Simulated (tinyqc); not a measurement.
## Slope factor and drain-induced lowering from three currents

Question. With source and body at 0 V, I = A exp((Vg + dd Vd)/(nf Vt)) (1 - exp(-Vd/Vt)). Find nf, the swing nf Vt ln 10 and dd.

Values chosen for this exercise: temperature T = 358 K.

Constants: q = 1.602176634e-19 C, kB = 1.380649e-23 J/K, Vt = kB T/q. Results are converted to the units shown.

currents at (Vg, Vd) = (0, 0.05), (0, 0.7) and (0.07, 0.7) V (nA/um): [0.024628061, 0.39267109, 2.4475510]

Solution. The pair at equal Vd gives nf; the pair at equal Vg, after dividing out the factors 1 - exp(-Vd/Vt), gives dd.

nf = 1.24
swing = 88.1 mV/decade
dd = 0.150

Computed by the program tinyqc: `OMP_NUM_THREADS=1 python tinyqc.py 2242064 2242065 out.jsonl`, one thread of a shared Intel Xeon 2.30GHz, about 0.03 s for the whole run.
